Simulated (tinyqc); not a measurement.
Inside a calculation. Method: Jacobi rotations on a symmetric matrix. One step of it, computed by the program tinyqc.

Problem. Jacobi rotation 1. Take the largest off-diagonal element A_pq; tan 2 theta = 2 A_pq / (A_qq - A_pp) with |theta| <= pi/4; A' = J^T A J with J_pp = J_qq = cos, J_pq = sin, J_qp = -sin.

A:
```
[[0.462000, 0.324000, 0.070000],
 [0.324000, 1.718000, -0.477000],
 [0.070000, -0.477000, 2.333000]]
```

Give: p, q, theta; A'.

Solution.

p, q, theta (rad): [2.000, 3.000, -0.499]

A':
```
[[0.462, 0.318, -0.094],
 [0.318, 1.458, 0.000],
 [-0.094, 0.000, 2.593]]
```
